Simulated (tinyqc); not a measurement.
Starting guesses with plain Roothaan steps: SCF starting guesses in the 6-31g basis, for H3, spin multiplicity 2. Computed by the program tinyqc with PySCF. UHF with one setting changed at a time; a run stops when the energy changes by less than 1e-09 hartree and the error matrix is below 1e-5. Starts: the lowest orbitals of the core Hamiltonian, of the Wolfsberg-Helmholz matrix (K = 1.75), projected atomic densities, random orbitals, and the highest orbitals of the core Hamiltonian (a deliberately bad start).

Geometry (angstrom):
```
atom,x,y,z
H,0.0000,0.0000,0.0000
H,0.0000,0.0000,1.0260
H,0.0000,0.8880,0.5130
```

lowest solution found by these runs and by PySCF with stability checks = -1.485003 hartree

Largest element of the error matrix X^T (FDS - SDF) X:
```
iteration,core,Wolfsberg-Helmholz,atomic densities,random,highest core orbitals
1,1.7e-01,2.5e-01,9.9e-02,3.3e-01,1.2e-01
2,2.7e-02,7.3e-02,4.3e-02,1.5e-01,4.8e-02
3,7.3e-03,2.1e-02,1.4e-02,2.9e-02,1.2e-02
4,4.1e-03,6.3e-03,7.4e-03,1.1e-02,5.5e-03
5,2.8e-03,2.6e-03,5.0e-03,5.7e-03,3.8e-03
6,2.0e-03,1.5e-03,3.6e-03,3.6e-03,2.8e-03
8,1.0e-03,6.0e-04,1.9e-03,1.8e-03,1.5e-03
10,5.3e-04,3.0e-04,9.9e-04,9.5e-04,7.5e-04
14,1.4e-04,8.0e-05,2.6e-04,3.1e-04,2.0e-04
20,1.9e-05,1.1e-05,3.5e-05,8.9e-05,2.7e-05
30,-,-,-,3.3e-05,-
45,-,-,-,1.2e-05,-
60,-,-,-,4.2e-06,-
```

How each run ends:
```
run,iterations,E (hartree),state
core,24,-1.48500,lowest found
Wolfsberg-Helmholz,23,-1.48500,lowest found
atomic densities,26,-1.48500,lowest found
random,60,-1.48485,higher
highest core orbitals,25,-1.48500,lowest found
```

What does the comparison show, and why?

4 of 5 runs reach the lowest solution found, in 23 to 26 iterations (fastest: Wolfsberg-Helmholz). Ending on a higher stationary point: random; a small error matrix cannot reveal that, and an occupation fixed by the start is kept by symmetry or by the shape of the basin. The first errors are 2e-01, 2e-01, 1e-01, 3e-01, 1e-01.
